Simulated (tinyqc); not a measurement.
# Gated two-dimensional channel with two bands, quantum capacitance: what changes with what

phi is the Fermi level above the lowest band edge, in volts; Vg is counted from the gate voltage at which an empty channel would have phi = 0. The channel has no thickness; trap charge is -q Dit phi.

Inputs (values chosen for the exercise); lowest band close to that of monolayer WSe2:
```
symbol   value         unit                                                                 meaning
T          150            K                                                             temperature
eox        3.9               relative permittivity of the gate insulator (close to silicon dioxide)
tox        1.9           nm                                                     insulator thickness
md       0.338           m0                                                           in-plane mass
gv           2                                                                    valley degeneracy
m2        0.43           m0                           in-plane mass of a second band, chosen freely
g2           2                                        valley degeneracy of that band, chosen freely
E2        0.25           eV                                        second band edge above the first
Dit     8.3e11  cm^-2 eV^-1                                                        density of traps
Vg        0.39            V                                                            gate voltage
```

Constants: q = 1.602176634e-19 C, kB = 1.380649e-23 J/K, hbar = 1.054571817e-34 J s, m0 = 9.1093837015e-31 kg, Vt = kB T/q, eps0 = 8.8541878128e-14 F/cm where lengths are in cm. Results are converted to the units shown.

Each table varies one quantity; the others keep the values above.

## Effect of the gate voltage

D1 = gv md m0 q/(pi hbar^2), D2 = g2 m2 m0 q/(pi hbar^2) per eV; n1 = D1 Vt ln(1 + exp(phi/Vt)), n2 = D2 Vt ln(1 + exp((phi - E2)/Vt)), n = n1 + n2; Cq = q dn/dphi = q [D1/(1 + exp(-phi/Vt)) + D2/(1 + exp((E2 - phi)/Vt))]. Cox = eps0 eox/tox; Vg = phi + q (n + Dit phi)/Cox. 1/C_G = 1/Cox + 1/(Cq + q Dit); dphi/dVg = Cox/(Cox + Cq + q Dit).

The same in every row: Cox (uF/cm^2) = 1.8174.

Results:
```
Vg (V)	phi (V)	n (cm^-2)	Cq (uF/cm^2)	C_G (uF/cm^2)	dphi/dVg	share of the second band (%)
-0.2	-0.18636	1.9987e6	2.4774e-5	0.12394	0.93181	5.0690e-7
-0.09	-0.084304	5.3640e9	0.066438	0.17970	0.90112	5.0727e-7
0.02	-0.024214	5.2164e11	6.0249	1.4033	0.22788	5.4491e-7
0.24	0.0012275	2.7075e12	23.695	1.6886	0.070868	7.5146e-7
0.36	0.0087823	3.9768e12	30.024	1.7141	0.056840	9.1785e-7
0.47	0.014638	5.1533e12	34.217	1.7261	0.050250	1.1142e-6
0.58	0.019934	6.3366e12	37.270	1.7332	0.046339	1.3649e-6
0.69	0.024885	7.5241e12	39.485	1.7377	0.043862	1.6861e-6
0.8	0.029614	8.7143e12	41.087	1.7407	0.042229	2.0989e-6
```

Estimate the missing row, Vg = 0.13 V.

Computed row:
```
Vg (V)	phi (V)	n (cm^-2)	Cq (uF/cm^2)	C_G (uF/cm^2)	dphi/dVg	share of the second band (%)
0.13	-0.0080048	1.5721e12	15.833	1.6317	0.10220	6.3358e-7
```

With this row back in the table: As Vg goes from -0.2 to 0.8, Cq rises from 2.48e-5 to 41.1 uF/cm^2, C_G/Cox rises from 0.0682 to 0.958 and n rises from 2.00e6 to 8.71e12 cm^-2. Cq is below Cox for Vg = -0.2, -0.09; there the density of states limits the response dn/dVg more than the insulator does.

## Effect of the density of traps

Same model as above.

The same in every row: Cox (uF/cm^2) = 1.817.

Result of one run:
```
Dit (cm^-2 eV^-1)	phi (V)	n (cm^-2)	Cq (uF/cm^2)	C_G (uF/cm^2)	dphi/dVg	share of the second band (%)
1e13	0.01001	4.210e12	30.97	1.721	0.05285	9.533e-7
```

What becomes of these results when the density of traps Dit is changed from 1e13 to 1e11 cm^-2 eV^-1, all else the same?

Result of the changed run:
```
Dit (cm^-2 eV^-1)	phi (V)	n (cm^-2)	Cq (uF/cm^2)	C_G (uF/cm^2)	dphi/dVg	share of the second band (%)
1e11	0.01049	4.304e12	31.33	1.718	0.05480	9.679e-7
```

The whole series:
```
Dit (cm^-2 eV^-1)	phi (V)	n (cm^-2)	Cq (uF/cm^2)	C_G (uF/cm^2)	dphi/dVg	share of the second band (%)
0	0.01050	4.305e12	31.33	1.718	0.05482	9.681e-7
1e11	0.01049	4.304e12	31.33	1.718	0.05480	9.679e-7
3e11	0.01048	4.302e12	31.32	1.718	0.05476	9.676e-7
7e11	0.01046	4.298e12	31.31	1.718	0.05468	9.670e-7
2e12	0.01040	4.285e12	31.26	1.719	0.05442	9.650e-7
4e12	0.01030	4.266e12	31.18	1.719	0.05402	9.619e-7
1e13	0.01001	4.210e12	30.97	1.721	0.05285	9.533e-7
3e13	0.009149	4.046e12	30.31	1.728	0.04921	9.281e-7
```

As Dit goes from 0 to 3e13, Cq falls from 31.3 to 30.3 uF/cm^2, C_G/Cox rises from 0.945 to 0.951 and n falls from 4.30e12 to 4.05e12 cm^-2. Cq exceeds Cox in every row, so the insulator is the tighter limit, though Cq still cuts C_G by up to 5.5 %.

Program tinyqc, `OMP_NUM_THREADS=1 python tinyqc.py 2200059 2200060 out.jsonl`; Intel Xeon 2.30GHz, shared host, one thread, about 0.01 s.
